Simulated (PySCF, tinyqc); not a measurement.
Inside a calculation. Method: CID on RHF in the sto-3g basis, frozen core, for BeH+, spin multiplicity 1. The lowest restricted solution is unstable here: a spin-polarised one lies 0.0001 hartree lower (PySCF). One step of it, computed by the program tinyqc.

Question. Iteration 1: building the Fock matrix. J_ij = sum D_kl (ij|kl), K_ij = sum D_kl (ik|jl); F = H + J - 0.5 K; E = tr D H + tr D J / 2 - 0.25 tr D K + E_nn.

D at the start:
```
            1Be 1s     1Be 2s   1Be 2px   1Be 2py    1Be 2pz      2H 1s
1Be 1s    2.096911  -0.355433  0.000000  0.000000  -0.236446  -0.004634
1Be 2s   -0.355433   1.283899  0.000000  0.000000   0.962973   0.060367
1Be 2px   0.000000   0.000000  0.000000  0.000000   0.000000   0.000000
1Be 2py   0.000000   0.000000  0.000000  0.000000   0.000000   0.000000
1Be 2pz  -0.236446   0.962973  0.000000  0.000000   0.722720   0.045459
2H 1s    -0.004634   0.060367  0.000000  0.000000   0.045459   0.002911
```

core Hamiltonian H = T + V (hartree):
```
            1Be 1s     1Be 2s    1Be 2px    1Be 2py    1Be 2pz      2H 1s
1Be 1s   -8.183233  -2.014295   0.000000   0.000000  -0.011534  -0.263884
1Be 2s   -2.014295  -2.410481   0.000000   0.000000  -0.111272  -0.781228
1Be 2px   0.000000   0.000000  -1.915443   0.000000   0.000000   0.000000
1Be 2py   0.000000   0.000000   0.000000  -1.915443   0.000000   0.000000
1Be 2pz  -0.011534  -0.111272   0.000000   0.000000  -1.996296  -0.895633
2H 1s    -0.263884  -0.781228   0.000000   0.000000  -0.895633  -1.728681
```

Two-electron integrals (ij|kl) in chemists' order, unique and non-zero (hartree):
```
(11|11) 2.298831   (21|11) 0.392036   (21|21) 0.079539   (22|11) 0.570988
(22|21) 0.143041   (22|22) 0.417683   (31|31) 0.014607   (32|31) 0.021888
(32|32) 0.092265   (33|11) 0.569578   (33|21) 0.143083   (33|22) 0.417589
(33|33) 0.449859   (41|41) 0.014607   (42|41) 0.021888   (42|42) 0.092265
(43|43) 0.024249   (44|11) 0.569578   (44|21) 0.143083   (44|22) 0.417589
(44|33) 0.401360   (44|44) 0.449859   (51|51) 0.014607   (52|51) 0.021888
(52|52) 0.092265   (53|53) 0.024249   (54|54) 0.024249   (55|11) 0.569578
(55|21) 0.143083   (55|22) 0.417589   (55|33) 0.401360   (55|44) 0.401360
(55|55) 0.449859   (61|11) 0.049770   (61|21) 0.010091   (61|22) 0.018311
(61|33) 0.018191   (61|44) 0.018191   (61|51) 0.000890   (61|52) 0.001686
(61|55) 0.018562   (61|61) 0.001342   (62|11) 0.144020   (62|21) 0.036732
(62|22) 0.120075   (62|33) 0.115257   (62|44) 0.115257   (62|51) 0.004748
(62|52) 0.031349   (62|55) 0.129595   (62|61) 0.005156   (62|62) 0.055722
(63|31) 0.003045   (63|32) 0.015001   (63|53) 0.005158   (63|63) 0.004516
(64|41) 0.003045   (64|42) 0.015001   (64|54) 0.005158   (64|64) 0.004516
(65|11) 0.163804   (65|21) 0.042223   (65|22) 0.144320   (65|33) 0.135864
(65|44) 0.135864   (65|51) 0.007572   (65|52) 0.048290   (65|55) 0.161083
(65|61) 0.006136   (65|62) 0.075434   (65|65) 0.104454   (66|11) 0.315394
(66|21) 0.081745   (66|22) 0.300719   (66|33) 0.279816   (66|44) 0.279816
(66|51) 0.011224   (66|52) 0.099086   (66|55) 0.342197   (66|61) 0.011638
(66|62) 0.184455   (66|65) 0.262917   (66|66) 0.774606
```

nuclear repulsion = 1.26446167 hartree

Give: Coulomb J; exchange K; Fock matrix F; total energy of this density.

Answer.

Coulomb J (hartree):
```
         1Be 1s  1Be 2s  1Be 2px  1Be 2py  1Be 2pz  2H 1s
1Be 1s    5.719   1.061    0.000    0.000    0.037  0.138
1Be 2s    1.061   1.962    0.000    0.000    0.176  0.596
1Be 2px   0.000   0.000    1.946    0.000    0.000  0.000
1Be 2py   0.000   0.000    0.000    1.946    0.000  0.000
1Be 2pz   0.037   0.176    0.000    0.000    1.985  0.724
2H 1s     0.138   0.596    0.000    0.000    0.724  1.470
```

exchange K (hartree):
```
         1Be 1s  1Be 2s  1Be 2px  1Be 2py  1Be 2pz  2H 1s
1Be 1s    4.655   0.793    0.000    0.000    0.024  0.113
1Be 2s    0.793   0.685    0.000    0.000    0.471  0.379
1Be 2px   0.000   0.000    0.153    0.000    0.000  0.000
1Be 2py   0.000   0.000    0.000    0.153    0.000  0.000
1Be 2pz   0.024   0.471    0.000    0.000    0.479  0.353
2H 1s     0.113   0.379    0.000    0.000    0.353  0.337
```

Fock matrix F (hartree):
```
         1Be 1s  1Be 2s  1Be 2px  1Be 2py  1Be 2pz   2H 1s
1Be 1s   -4.792  -1.350    0.000    0.000    0.013  -0.182
1Be 2s   -1.350  -0.791    0.000    0.000   -0.171  -0.375
1Be 2px   0.000   0.000   -0.046    0.000    0.000   0.000
1Be 2py   0.000   0.000    0.000   -0.046    0.000   0.000
1Be 2pz   0.013  -0.171    0.000    0.000   -0.251  -0.348
2H 1s    -0.182  -0.375    0.000    0.000   -0.348  -0.427
```

total energy of this density = -14.41007 hartree
